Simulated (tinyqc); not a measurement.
Carrier statistics of a doped semiconductor with parabolic bands, step by step. Values are carried at full precision from step to step, so a last printed digit may differ when a step is redone from the rounded ones.

Constants: kB = 8.617333262e-05 eV/K; hbar^2/2m0 = 3.80998211 eV angstrom^2.

Parameters, chosen for this exercise (near those of SiC; not measured data): Eg0 = 3.273 eV (gap at 0 K); al = 0.000619 eV/K (Varshni alpha); be = 1247 K (Varshni beta); T = 250 K; ml = 0.349 m0 (longitudinal electron mass); mt = 0.444 m0 (transverse electron mass); Mv = 3 (equivalent valleys); mhh = 1.05 m0 (heavy-hole mass); mlh = 0.475 m0 (light-hole mass); ND = 5.7e+16 1/cm^3 (donors); NA = 2.2e+16 1/cm^3 (acceptors); ED = 0.0607 eV (donor level below Ec); EA = 0.196 eV (acceptor level above Ev).

## Gap and thermal energy

Eg(T) = Eg0 - al T^2/(T + be) (Varshni).

Eg = 3.24716 eV
kT = 0.021543 eV

The gap has shrunk by 25.8 meV from 0 K and is 150.7 kT wide.

## Effective densities of states

m_de = Mv^(2/3) (ml mt^2)^(1/3); m_dh = (mhh^(3/2) + mlh^(3/2))^(2/3); N = 2 (m kB T/(4 pi c))^(3/2) with c = hbar^2/2m0, in 1/angstrom^3; times 1e24 for 1/cm^3.

m_de = 0.8523 m0
m_dh = 1.2534 m0
Nc = 1.5022e+19 1/cm^3
Nv = 2.6789e+19 1/cm^3

The light holes supply 23.3 % of Nv, and Nc/Nv = 0.561.

## Intrinsic density and level

With Boltzmann statistics ni = sqrt(Nc Nv) exp(-Eg/2kT) and Ei = Eg/2 + (kT/2) ln(Nv/Nc), counted from Ev.

ni = 3.74e-14 1/cm^3
Ei = 1.6298 eV

Ei lies 6.2 meV above midgap, towards the band with the smaller density of states.

## Neutrality by bisection

Energies are counted from Ev, so Ec = Eg. n = Nc F_1/2((EF - Eg)/kT), p = Nv F_1/2(-EF/kT), ND+ = ND/(1 + 2 exp((EF - Eg + ED)/kT)), NA- = NA/(1 + 4 exp((EA - EF)/kT)); neutrality asks p + ND+ = n + NA-. F_j(eta) = (1/Gamma(j + 1)) integral_0^infinity x^j dx/(1 + exp(x - eta)), which tends to exp(eta) for eta << 0.

Start from the bracket [-0.2 eV, Eg + 0.2 eV]; at the midpoint EF take the sign of p + ND+ - n - NA-; where it is positive EF must rise. Fourteen steps are shown.

Bisection (eV, 1/cm^3):

| step | low | high | EF | n | p | ND+ | NA- | sign |
|---|---|---|---|---|---|---|---|---|
| 1 | -0.20000 | 3.44716 | 1.62358 | 2.80e-14 | 4.99e-14 | 5.70e+16 | 2.20e+16 | + |
| 2 | 1.62358 | 3.44716 | 2.53537 | 6.72e+04 | 2.08e-32 | 5.70e+16 | 2.20e+16 | + |
| 3 | 2.53537 | 3.44716 | 2.99126 | 1.04e+14 | 1.34e-41 | 5.70e+16 | 2.20e+16 | + |
| 4 | 2.99126 | 3.44716 | 3.21921 | 3.76e+18 | 3.40e-46 | 5.62e+15 | 2.20e+16 | - |
| 5 | 2.99126 | 3.21921 | 3.10524 | 2.07e+16 | 6.75e-44 | 5.45e+16 | 2.20e+16 | + |
| 6 | 3.10524 | 3.21921 | 3.16222 | 2.89e+17 | 4.79e-45 | 3.46e+16 | 2.20e+16 | - |
| 7 | 3.10524 | 3.16222 | 3.13373 | 7.75e+16 | 1.80e-44 | 4.86e+16 | 2.20e+16 | - |
| 8 | 3.10524 | 3.13373 | 3.11948 | 4.00e+16 | 3.48e-44 | 5.23e+16 | 2.20e+16 | - |
| 9 | 3.10524 | 3.11948 | 3.11236 | 2.88e+16 | 4.85e-44 | 5.36e+16 | 2.20e+16 | + |
| 10 | 3.11236 | 3.11948 | 3.11592 | 3.39e+16 | 4.11e-44 | 5.30e+16 | 2.20e+16 | - |
| 11 | 3.11236 | 3.11592 | 3.11414 | 3.13e+16 | 4.46e-44 | 5.33e+16 | 2.20e+16 | + |
| 12 | 3.11414 | 3.11592 | 3.11503 | 3.26e+16 | 4.28e-44 | 5.31e+16 | 2.20e+16 | - |
| 13 | 3.11414 | 3.11503 | 3.11459 | 3.19e+16 | 4.37e-44 | 5.32e+16 | 2.20e+16 | - |
| 14 | 3.11414 | 3.11459 | 3.11436 | 3.16e+16 | 4.42e-44 | 5.33e+16 | 2.20e+16 | - |

Each step halves the bracket, which is 0.445 meV wide at the last row.

## The neutral state

Solve the neutrality condition for EF to convergence.

EF = 3.1142 eV
n = 3.13e+16 1/cm^3
p = 4.46e-44 1/cm^3
ND+ = 5.33e+16 1/cm^3
NA- = 2.20e+16 1/cm^3

The material is n-type; 93.5 % of the donors are ionised. EF lies 6.17 kT inside the gap from the conduction edge, so Boltzmann statistics would serve; n p/(Nc Nv exp(-Eg/kT)) = 0.999.

## Checks

- F_1/2(1) by the trapezoid rule against adaptive quadrature: both 1.575641.
- Positive against negative charge at the solution (1/cm^3): both 5.32830e+16.

Run: tinyqc, `OMP_NUM_THREADS=1 python tinyqc.py 1681752 1681753 out.jsonl`; Intel(R) Xeon(R) Processor @ 2.30GHz, one thread, shared host; about 0.01 s of CPU time with all checks.
